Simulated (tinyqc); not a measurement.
# Microkinetic model of low-temperature epitaxy from hydride gases: adsorption, hydrogen desorption and rate control, step by step

A worked calculation. Computed by tinyqc, a small Python program that keeps every step. Command: `OMP_NUM_THREADS=1 python tinyqc.py 3012051 3012052 out.jsonl hepi walk`. One thread of a shared host (Intel(R) Xeon(R) Processor @ 2.30GHz), about 0.01 s of CPU time with the checks. Intermediate numbers are printed to about 6 digits and carried at full precision; extremes and crossings named in words are read from the listed rows.

Each hydride molecule needs two free sites and leaves four hydrogen atoms, of which two leave at once as H2; theta is the hydrogen coverage, the site density is 6.78 per nm^2 and one layer is 1.358 angstrom thick.

Inputs (values chosen for the exercise, close to those used for silane and germane on Si(001)):
```
quantity                                           value  unit
silane pressure p_S                                 0.23    Pa
sticking prefactor of silane s0                    0.013     -
adsorption barrier E_s                              0.32    eV
desorption prefactor nu_d                        1.4e+12   1/s
desorption energy on silicon E_d                    2.06    eV
hydrogen carrier pressure p_H                          0    Pa
sticking of hydrogen s_H                         8.3e-08     -
temperature T                                        610     C
germane pressure p_G                               0.013    Pa
sticking ratio of germane to silane r_G              2.8     -
lowering of E_d per unit germanium fraction, dE     0.35    eV
```

Film: silicon-germanium. Order of hydrogen desorption: first.

Constants: k_B = 8.617333262e-05 eV/K; u = 1.6605390666e-27 kg; k_B = 1.380649e-23 J/K.

## Rate constants

Flux per site F = p/(sqrt(2 pi M k_B T) x 6.78e18 per m^2), M = 32.12 u (silane), 76.63 u (germane), 2.016 u (hydrogen); s = s0 exp(-E_s/(k_B T)); k_S = s F_S, k_G = r_G s F_G; germanium fraction x = k_G/(k_S + k_G); k = k_S + k_G; k_H = s_H F_H; k_d = nu_d exp(-(E_d - dE x)/(k_B T)). Temperatures in kelvin are T(C) + 273.15.

k = 0.113510 1/s

germanium fraction x = 0.0929391

k_H = 0 1/s

k_d = 3.76854 1/s

## Coverage and growth rate

With k the hydride and k_H the hydrogen adsorption rate on free pairs and k_d the desorption rate, steady state: 2 (k + k_H)(1 - theta)^2 = k_d theta; growth rate R = k (1 - theta)^2 layers/s; 1 layer/s = 8.148 nm/min. With c = 2 (k + k_H)/k_d the free share is 1 - theta = 2/(1 + sqrt(1 + 4c)).

c = 0.0602408

hydrogen coverage theta = 0.0539196

growth rate R in layers = 0.101599 layers/s

growth rate G = 0.827830 nm/min

The surface is mostly bare: the arrival of hydride limits growth.

## Degrees of rate control

X_i = d ln R/d ln k_i at fixed other constants. With f = 1 - theta and a = 2/f + 1/theta: d ln f/d ln k_d = 1/(a f), so X_d = 2/(a f), X_k = 1 - X_d k/(k + k_H), X_H = -X_d k_H/(k + k_H); they sum to 1.

X_d (desorption) = 0.102322

X_k (hydride adsorption) = 0.897678

X_H (hydrogen adsorption) = 0

## Two regimes over temperature

Limits: desorption-limited R = k_d k/(2 (k + k_H)), adsorption-limited R = k.

Growth:
```
T (C)        theta   G (nm/min)  desorption limit (nm/min)  adsorption limit (nm/min)
400    8.91422e-01  3.36390e-03                3.77364e-03                    0.28534
450    7.24331e-01  3.06358e-02                4.22953e-02                    0.40314
500    4.58869e-01  1.59135e-01                3.46799e-01                    0.54345
550    2.03256e-01  4.47604e-01                2.20217e+00                    0.70511
600    6.80384e-02  7.69910e-01                1.13158e+01                    0.88643
650    2.13467e-02  1.03956e+00                4.86989e+01                    1.08540
700    7.10370e-03  1.28146e+00                1.80393e+02                    1.29986
750    2.58474e-03  1.51969e+00                5.87947e+02                    1.52758
800    1.02695e-03  1.76275e+00                1.71649e+03                    1.76637
850    4.41768e-04  2.01239e+00                4.55530e+03                    2.01417
```

The apparent activation energy of G is 1.85 eV between the first rows and 0.28 eV between the last; full hydrogen cover gives a value near the desorption energy (plus E_s where k_H far exceeds k), a bare surface one near E_s less k_B T/2 from the flux. The coverage passes one half between 450 and 500 C, the knee of the Arrhenius plot.

Checks made by the program: steady coverage against time integration of d theta/dt (relative difference below 1e-10); degree of control against a finite difference (relative difference 1e-09).
